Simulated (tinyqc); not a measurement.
Worked calculation: Pariser-Parr-Pople SCF with singles CI, for the molecule C=C(N)C=CC=CC=CCl (SMILES; centres numbered as the heavy atoms are written). Computed by tinyqc, a small Python program that keeps every step. Settings: charge = 0, gamma = MN, start = huckel, damping = 0.5, iteration cap = 82, excitations kept = 4. Command: `OMP_NUM_THREADS=1 python tinyqc.py 20773 20774 out.jsonl` (the two numbers bound the seeds that draw the settings). One thread of a shared host (Intel(R) Xeon(R) Processor @ 2.60GHz), about 0.02 s of CPU time with the checks. Later iterations appear only in the table of the cycle.

## PPP integrals

Centres (angstrom, eV; a flat drawing with bonds scaled to 1.40 angstrom):
```
centre          x          y  core charge z          W   gamma_rr
1C       4.448000   0.761000              1  11.160000  11.130000
2C       3.280000  -0.011000              1  11.160000  11.130000
3N       3.365000  -1.409000              2  25.600000  16.800000
4C       2.028000   0.614000              1  11.160000  11.130000
5C       0.860000  -0.158000              1  11.160000  11.130000
6C      -0.393000   0.467000              1  11.160000  11.130000
7C      -1.561000  -0.305000              1  11.160000  11.130000
8C      -2.813000   0.320000              1  11.160000  11.130000
9C      -3.981000  -0.452000              1  11.160000  11.130000
10Cl    -5.234000   0.173000              2  26.000000  13.000000
```

Resonance integrals (eV):
```
i   j       beta
1   2  -2.330000
2   3  -2.190000
2   4  -2.330000
4   5  -2.330000
5   6  -2.330000
6   7  -2.330000
7   8  -2.330000
8   9  -2.330000
9  10  -1.550000
```

Mataga-Nishimoto: gamma = 14.399645/(R + a), a = 2 x 14.399645/(gamma_rr + gamma_ss); H_rr = -W_r - sum_(s != r) z_s gamma_rs; H_rs = beta for bonds.

repulsion gamma_rs (eV):
```
             1C         2C         3N         4C         5C         6C         7C         8C
1C    11.130000   5.345391   4.166125   3.872716   2.881317   2.343811   1.946795   1.680602
2C     5.345391  11.130000   5.921624   5.346866   3.872716   2.881231   2.343811   1.947015
3N     4.166125   5.921624  16.800000   4.166546   3.758591   2.752565   2.368627   1.933745
4C     3.872716   5.346866   4.166546  11.130000   5.345391   3.871676   2.880758   2.343811
5C     2.881317   3.872716   3.758591   5.345391  11.130000   5.345090   3.871676   2.881231
6C     2.343811   2.881231   2.752565   3.871676   5.345090  11.130000   5.345391   3.872716
7C     1.946795   2.343811   2.368627   2.880758   3.871676   5.345391  11.130000   5.346866
8C     1.680602   1.947015   1.933745   2.343811   2.881231   3.872716   5.346866  11.130000
9C     1.467913   1.680602   1.706281   1.946795   2.343811   2.881317   3.872716   5.345391
10Cl   1.321876   1.483048   1.483012   1.700300   1.973503   2.382696   2.940216   3.978941

             9C       10Cl
1C     1.467913   1.321876
2C     1.680602   1.483048
3N     1.706281   1.483012
4C     1.946795   1.700300
5C     2.343811   1.973503
6C     2.881317   2.382696
7C     3.872716   2.940216
8C     5.345391   3.978941
9C    11.130000   5.551709
10Cl   5.551709  13.000000
```

core matrix H (eV):
```
              1C          2C          3N          4C          5C          6C          7C          8C
1C    -41.674547   -2.330000    0.000000    0.000000    0.000000    0.000000    0.000000    0.000000
2C     -2.330000  -49.386975   -2.190000   -2.330000    0.000000    0.000000    0.000000    0.000000
3N      0.000000   -2.190000  -55.340127    0.000000    0.000000    0.000000    0.000000    0.000000
4C      0.000000   -2.330000    0.000000  -48.501706   -2.330000    0.000000    0.000000    0.000000
5C      0.000000    0.000000    0.000000   -2.330000  -49.165421   -2.330000    0.000000    0.000000
6C      0.000000    0.000000    0.000000    0.000000   -2.330000  -47.971755   -2.330000    0.000000
7C      0.000000    0.000000    0.000000    0.000000    0.000000   -2.330000  -47.385701   -2.330000
8C      0.000000    0.000000    0.000000    0.000000    0.000000    0.000000   -2.330000  -46.403004
9C      0.000000    0.000000    0.000000    0.000000    0.000000    0.000000    0.000000   -2.330000
10Cl    0.000000    0.000000    0.000000    0.000000    0.000000    0.000000    0.000000    0.000000

              9C        10Cl
1C      0.000000    0.000000
2C      0.000000    0.000000
3N      0.000000    0.000000
4C      0.000000    0.000000
5C      0.000000    0.000000
6C      0.000000    0.000000
7C      0.000000    0.000000
8C     -2.330000    0.000000
9C    -45.214525   -1.550000
10Cl   -1.550000  -50.298312
```

## Starting guess

pi electrons, sum of z_r less the charge = 12

Orbitals of the Hueckel matrix of the beta values.

P at the start:
```
             1C         2C         3N         4C         5C         6C         7C         8C
1C     1.517739   0.648987  -0.453284  -0.091690  -0.209232   0.091690   0.113251  -0.091690
2C     0.648987   1.000000   0.609992   0.439755   0.000000  -0.095981   0.000000   0.046365
3N    -0.453284   0.609992   1.573952  -0.086181  -0.196660   0.086181   0.106447  -0.086181
4C    -0.091690   0.439755  -0.086181   1.172693   0.737850  -0.172693  -0.262917   0.172693
5C    -0.209232   0.000000  -0.196660   0.737850   1.000000   0.570913   0.000000  -0.166541
6C     0.091690  -0.095981   0.086181  -0.172693   0.570913   1.172693   0.667289  -0.172693
7C     0.113251   0.000000   0.106447  -0.262917   0.000000   0.667289   1.000000   0.617316
8C    -0.091690   0.046365  -0.086181   0.172693  -0.166541  -0.172693   0.617316   1.172693
9C    -0.066886   0.000000  -0.062867   0.142741   0.000000  -0.216514   0.000000   0.645246
10Cl   0.137831  -0.044495   0.129549  -0.259596   0.139452   0.259596  -0.283485  -0.259596

             9C       10Cl
1C    -0.066886   0.137831
2C     0.000000  -0.044495
3N    -0.062867   0.129549
4C     0.142741  -0.259596
5C     0.000000   0.139452
6C    -0.216514   0.259596
7C     0.000000  -0.283485
8C     0.645246  -0.259596
9C     1.000000   0.712726
10Cl   0.712726   1.390232
```

## Iteration 1: Fock matrix

F_rr = H_rr + P_rr gamma_rr / 2 + sum_(s != r) P_ss gamma_rs; F_rs = H_rs - P_rs gamma_rs / 2; E = tr P (H + F) / 2 + core repulsion sum_(r<s) z_r z_s gamma_rs.

F (eV):
```
             1C         2C         3N         4C         5C         6C         7C         8C
1C    -3.931017  -4.064544   0.944220   0.177545   0.301432  -0.107452  -0.110239   0.077047
2C    -4.064544  -4.497531  -3.996071  -3.505655   0.000000   0.138271   0.000000  -0.045137
3N     0.944220  -3.996071  -9.597313   0.179538   0.369582  -0.118609  -0.126066   0.083326
4C     0.177545  -3.505655   0.179538  -4.367481  -4.302048   0.334305   0.378701  -0.202380
5C     0.301432   0.000000   0.369582  -4.302048  -4.564217  -3.855791   0.000000   0.239922
6C    -0.107452   0.138271  -0.118609   0.334305  -3.855791  -4.708702  -4.113461   0.334395
7C    -0.110239   0.000000  -0.126066   0.378701   0.000000  -4.113461  -5.045109  -3.980353
8C     0.077047  -0.045137   0.083326  -0.202380   0.239922   0.334395  -3.980353  -5.940405
9C     0.049091   0.000000   0.053635  -0.138944   0.000000   0.311923   0.000000  -4.054546
10Cl  -0.091098   0.032994  -0.096062   0.220696  -0.137604  -0.309269   0.416753   0.516459

             9C        10Cl
1C     0.049091   -0.091098
2C     0.000000    0.032994
3N     0.053635   -0.096062
4C    -0.138944    0.220696
5C     0.000000   -0.137604
6C     0.311923   -0.309269
7C     0.000000    0.416753
8C    -4.054546    0.516459
9C    -7.190329   -3.528423
10Cl  -3.528423  -15.518705
```

pi energy = -169.357437 eV

## Iteration 1: orbitals and new P

Diagonalise F (the basis is taken as orthonormal) and form P = 2 sum c c over the lowest orbitals; 0.5 of the old P is kept.

orbital energies (eV): [-16.904886, -12.539420, -11.970945, -10.350044, -8.315987, -6.586261, -3.160087, -0.199294, 1.689755, 2.976362]

P after iteration 1:
```
             1C         2C         3N         4C         5C         6C         7C         8C
1C     1.329209   0.725254  -0.423186  -0.021714  -0.255481   0.029247   0.159929  -0.034122
2C     0.725254   1.012680   0.513121   0.428961  -0.001176  -0.090193   0.004556   0.040222
3N    -0.423186   0.513121   1.690950  -0.077509  -0.148843   0.062585   0.074967  -0.054551
4C    -0.021714   0.428961  -0.077509   1.073479   0.764822  -0.089176  -0.296661   0.087266
5C    -0.255481  -0.001176  -0.148843   0.764822   1.016729   0.539446  -0.001816  -0.137926
6C     0.029247  -0.090193   0.062585  -0.089176   0.539446   1.075598   0.713765  -0.091433
7C     0.159929   0.004556   0.074967  -0.296661  -0.001816   0.713765   1.014442   0.565315
8C    -0.034122   0.040222  -0.054551   0.087266  -0.137926  -0.091433   0.565315   1.093667
9C    -0.130845  -0.010180  -0.041136   0.200653   0.011394  -0.288316  -0.018420   0.731480
10Cl   0.112505  -0.021105   0.071462  -0.189816   0.076138   0.207197  -0.166787  -0.245282

             9C       10Cl
1C    -0.130845   0.112505
2C    -0.010180  -0.021105
3N    -0.041136   0.071462
4C     0.200653  -0.189816
5C     0.011394   0.076138
6C    -0.288316   0.207197
7C    -0.018420  -0.166787
8C     0.731480  -0.245282
9C     1.047403   0.502308
10Cl   0.502308   1.645844
```

## Iteration 2: Fock matrix

As before.

F (eV):
```
             1C         2C         3N         4C         5C         6C         7C         8C
1C    -4.685800  -4.268382   0.881522   0.042047   0.368061  -0.034275  -0.155675   0.028673
2C    -4.268382  -5.148628  -3.709255  -3.476798   0.002278   0.129933  -0.005339  -0.039157
3N     0.881522  -3.709255  -9.601291   0.161473   0.279720  -0.086134  -0.088784   0.052744
4C     0.042047  -3.476798   0.161473  -4.997666  -4.374138   0.172631   0.427305  -0.102267
5C     0.368061   0.002278   0.279720  -4.374138  -5.131020  -3.771693   0.003515   0.198698
6C    -0.034275   0.129933  -0.086134   0.172631  -3.771693  -5.110258  -4.237677   0.177046
7C    -0.155675  -0.005339  -0.088784   0.427305   0.003515  -4.237677  -5.252383  -3.841333
8C     0.028673  -0.039157   0.052744  -0.102267   0.198698   0.177046  -3.841333  -5.658780
9C     0.096035   0.008554   0.035095  -0.195315  -0.013353   0.415365   0.035668  -4.285023
10Cl  -0.074359   0.015650  -0.052989   0.161372  -0.075129  -0.246844   0.245195   0.487982

             9C        10Cl
1C     0.096035   -0.074359
2C     0.008554    0.015650
3N     0.035095   -0.052989
4C    -0.195315    0.161372
5C    -0.013353   -0.075129
6C     0.415365   -0.246844
7C     0.035668    0.245195
8C    -4.285023    0.487982
9C    -6.363444   -2.944335
10Cl  -2.944335  -14.289957
```

pi energy = -171.478444 eV

## Iteration 2: orbitals and new P

As before.

orbital energies (eV): [-15.371256, -12.830479, -12.042979, -10.547229, -8.665973, -7.262608, -2.864144, -0.353217, 1.339655, 2.359001]

P after iteration 2:
```
             1C         2C         3N         4C         5C         6C         7C         8C
1C     1.237683   0.768326  -0.404825   0.009237  -0.281553   0.006189   0.181229  -0.014383
2C     0.768326   1.016699   0.462373   0.417694  -0.004000  -0.082623   0.006667   0.033182
3N    -0.404825   0.462373   1.752908  -0.073864  -0.120827   0.048639   0.057303  -0.036135
4C     0.009237   0.417694  -0.073864   1.033901   0.785134  -0.052476  -0.314719   0.050452
5C    -0.281553  -0.004000  -0.120827   0.785134   1.020965   0.513725  -0.002301  -0.116149
6C     0.006189  -0.082623   0.048639  -0.052476   0.513725   1.037608   0.746958  -0.055459
7C     0.181229   0.006667   0.057303  -0.314719  -0.002301   0.746958   1.013798   0.525271
8C    -0.014383   0.033182  -0.036135   0.050452  -0.116149  -0.055459   0.525271   1.060387
9C    -0.150352  -0.011162  -0.031110   0.221591   0.010355  -0.322936  -0.015491   0.786526
10Cl   0.089739  -0.010574   0.041354  -0.143643   0.044772   0.169970  -0.106711  -0.228799

             9C       10Cl
1C    -0.150352   0.089739
2C    -0.011162  -0.010574
3N    -0.031110   0.041354
4C     0.221591  -0.143643
5C     0.010355   0.044772
6C    -0.322936   0.169970
7C    -0.015491  -0.106711
8C     0.786526  -0.228799
9C     1.042988   0.387088
10Cl   0.387088   1.783064
```

## Iteration 3: Fock matrix

As before.

F (eV):
```
             1C         2C         3N         4C         5C         6C         7C         8C
1C    -5.027921  -4.383500   0.843277  -0.017886   0.405622  -0.007253  -0.176407   0.012086
2C    -4.383500  -5.423506  -3.558999  -3.446676   0.007746   0.119028  -0.007813  -0.032303
3N     0.843277  -3.558999  -9.561822   0.153879   0.227069  -0.066941  -0.067865   0.034938
4C    -0.017886  -3.446676   0.153879  -5.272311  -4.428425   0.101585   0.453314  -0.059125
5C     0.405622   0.007746   0.227069  -4.428425  -5.375268  -3.702952   0.004454   0.167326
6C    -0.007253   0.119028  -0.066941   0.101585  -3.702952  -5.302754  -4.326392   0.107389
7C    -0.176407  -0.007813  -0.067865   0.453314   0.004454  -4.326392  -5.370244  -3.734276
8C     0.012086  -0.032303   0.034938  -0.059125   0.167326   0.107389  -3.734276  -5.578902
9C     0.110352   0.009379   0.026541  -0.215696  -0.012135   0.465240   0.029996  -4.432146
10Cl  -0.059312   0.007841  -0.030664   0.122118  -0.044179  -0.202493   0.156877   0.455188

             9C        10Cl
1C     0.110352   -0.059312
2C     0.009379    0.007841
3N     0.026541   -0.030664
4C    -0.215696    0.122118
5C    -0.012135   -0.044179
6C     0.465240   -0.202493
7C     0.029996    0.156877
8C    -4.432146    0.455188
9C    -6.005060   -2.624501
10Cl  -2.624501  -13.729446
```

pi energy = -172.619972 eV

## Iteration 3: orbitals and new P

As before.

orbital energies (eV): [-14.662829, -12.984439, -12.114513, -10.611035, -8.817410, -7.576451, -2.750520, -0.424659, 1.191241, 2.103381]

P after iteration 3:
```
             1C         2C         3N         4C         5C         6C         7C         8C
1C     1.191642   0.793097  -0.393220   0.024249  -0.295955  -0.002669   0.189666  -0.007513
2C     0.793097   1.017118   0.435187   0.408058  -0.006445  -0.076105   0.007628   0.027783
3N    -0.393220   0.435187   1.786405  -0.072446  -0.103877   0.040159   0.046962  -0.025470
4C     0.024249   0.408058  -0.072446   1.017495   0.799914  -0.035005  -0.323576   0.033699
5C    -0.295955  -0.006445  -0.103877   0.799914   1.021057   0.493717  -0.002685  -0.100814
6C    -0.002669  -0.076105   0.040159  -0.035005   0.493717   1.022666   0.770317  -0.039213
7C     0.189666   0.007628   0.046962  -0.323576  -0.002685   0.770317   1.010414   0.495670
8C    -0.007513   0.027783  -0.025470   0.033699  -0.100814  -0.039213   0.495670   1.046647
9C    -0.152687  -0.010112  -0.025764   0.225999   0.007574  -0.338305  -0.009235   0.821396
10Cl   0.072212  -0.005501   0.025289  -0.112904   0.028076   0.143552  -0.073476  -0.213977

             9C       10Cl
1C    -0.152687   0.072212
2C    -0.010112  -0.005501
3N    -0.025764   0.025289
4C     0.225999  -0.112904
5C     0.007574   0.028076
6C    -0.338305   0.143552
7C    -0.009235  -0.073476
8C     0.821396  -0.213977
9C     1.028345   0.319922
10Cl   0.319922   1.858211
```

## Convergence

Stop when output and input P, before any damping, agree to 1e-7.

Course of the cycle:
```
iteration         E (eV)  largest |P(out) - P(in)|
1          -169.35743666                  5.11e-01
2          -171.47844375                  2.74e-01
3          -172.61997177                  1.50e-01
4          -173.23677680                  8.36e-02
5          -173.56846828                  5.09e-02
6          -173.74581510                  3.25e-02
7          -173.84018360                  2.11e-02
8          -173.89022197                  1.38e-02
9          -173.91669232                  9.62e-03
10         -173.93067575                  7.11e-03
11         -173.93805812                  5.26e-03
...                  ...                       ...
39         -173.94632970                  1.43e-06
40         -173.94632970                  1.07e-06
41         -173.94632970                  7.99e-07
42         -173.94632970                  5.98e-07
43         -173.94632970                  4.48e-07
44         -173.94632970                  3.35e-07
45         -173.94632970                  2.51e-07
46         -173.94632970                  1.88e-07
47         -173.94632970                  1.41e-07
48         -173.94632970                  1.05e-07
49         -173.94632970                  7.89e-08
```

Converged in 49 iterations.

## Converged orbitals

Charges are z - P_rr.

orbital energies (eV): [-13.913575, -13.135758, -12.191418, -10.674652, -8.974563, -7.986197, -2.578725, -0.516339, 1.020737, 1.854115]

coefficients:
```
           MO1        MO2        MO3        MO4        MO5        MO6        MO7        MO8
1C    0.009464   0.264144  -0.178466   0.089428  -0.357946   0.577166  -0.351430  -0.367218
2C    0.022097   0.544239  -0.315411   0.133411  -0.192617   0.234654   0.132060   0.326851
3N    0.013538   0.417418  -0.342475   0.404584   0.602655  -0.309562  -0.102864  -0.160287
4C    0.029308   0.443245  -0.016559  -0.341944  -0.304216  -0.308408   0.448991   0.167433
5C    0.043855   0.366059   0.240531  -0.470185  -0.020832  -0.304636  -0.323474  -0.436016
6C    0.072385   0.267295   0.450317  -0.193792   0.350732   0.257224  -0.352916   0.353767
7C    0.119704   0.182797   0.500763   0.184181   0.231232   0.339613   0.432788  -0.002618
8C    0.208123   0.091691   0.385034   0.473452  -0.258757  -0.164199   0.178690  -0.426751
9C    0.347742   0.012054   0.166738   0.351941  -0.339108  -0.325958  -0.434078   0.446651
10Cl  0.901470  -0.126156  -0.252281  -0.230258   0.142016   0.115581   0.100196  -0.087812

            MO9       MO10
1C    -0.338107  -0.237437
2C     0.463706   0.393160
3N    -0.177311  -0.133671
4C    -0.282937  -0.433743
5C     0.036945   0.442495
6C     0.265069  -0.416934
7C    -0.430720   0.354870
8C     0.450203  -0.255386
9C    -0.310520   0.147240
10Cl   0.054001  -0.024043
```

pi charges: 1C -0.141910, 2C -0.012261, 3N 0.171160, 4C -0.004375, 5C -0.016176, 6C -0.012408, 7C -0.002471, 8C -0.036096, 9C 0.012047, 10Cl 0.042489

## Singles CI, singlets

Over the 4 single excitations with the smallest orbital gaps: A = (e_a - e_i) delta + 2 (ia|jb) - (ij|ab), with (pq|rs) = sum c_mp c_mq gamma_mn c_nr c_ns. f = 2/3 w |mu|^2 in atomic units, mu = sqrt2 sum c_ia sum_m c_mi c_ma R_m.

singlet CI matrix (eV), order 6>7, 5>7, 6>8, 4>7:
$$\begin{pmatrix}
3.325309 & 0.118699 & -0.032131 & 0.082630 \\
0.118699 & 3.924899 & -0.097147 & -0.132646 \\
-0.032131 & -0.097147 & 5.141678 & 0.340654 \\
0.082630 & -0.132646 & 0.340654 & 5.359823
\end{pmatrix}$$

singlet excitation energies (eV): [3.296653, 3.933493, 4.896642, 5.624919]

oscillator strengths: [1.349601, 0.648069, 0.011500, 0.012706]

## Singles CI, triplets

Over the 4 single excitations with the smallest orbital gaps: A = (e_a - e_i) delta - (ij|ab), with (pq|rs) = sum c_mp c_mq gamma_mn c_nr c_ns.

triplet CI matrix (eV), order 6>7, 5>7, 6>8, 4>7:
$$\begin{pmatrix}
1.318063 & -0.493909 & -0.566140 & -0.278025 \\
-0.493909 & 2.512155 & 0.934163 & 0.067846 \\
-0.566140 & 0.934163 & 3.465803 & -0.703250 \\
-0.278025 & 0.067846 & -0.703250 & 3.965389
\end{pmatrix}$$

triplet excitation energies (eV): [1.065932, 1.849134, 3.712061, 4.634282]
